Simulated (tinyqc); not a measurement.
Trap density from one capacitance.

Problem. Traps spread evenly through the insulator exchange electrons with the semiconductor by tunnelling, with tau(x) = t0 exp(2 ka x) at depth x from the interface. The admittance per area Y seen at depth x obeys dY/dx = -Y^2/(i w eps0 eox) + q Nb ln(1 + i w tau)/tau, with Y(0) = i w Cs and w = 2 pi f; the gate sees Y(tox) = G + i w C. Working variable y = Y/(i w), in uF/cm^2. Cox = eps0 eox/tox. Find Nb and G/w.

Inputs (values chosen for the exercise): relative permittivity of the insulator eox = 18.9; insulator thickness tox = 8.9 nm; semiconductor capacitance in accumulation Cs = 0.78 uF/cm^2; decay constant of the wave function in the insulator ka = 4.7 1/nm; time constant of a trap at the interface t0 = 2e-11 s; frequency f = 10000 Hz.

Constants: q = 1.602176634e-19 C, eps0 = 8.8541878128e-14 F/cm where lengths are in cm. Results are converted to the units shown.

C = 0.63361043 uF/cm^2

Solution. C rises steadily with Nb, so one density matches; in practice ka and t0 must come from the frequency dependence.

Nb = 6.50e18 cm^-3 eV^-1
G/w = 0.00907 uF/cm^2

tinyqc, about 0.5 s, one thread, Intel Xeon 2.30GHz (shared host): `OMP_NUM_THREADS=1 python tinyqc.py 2202186 2202187 out.jsonl`
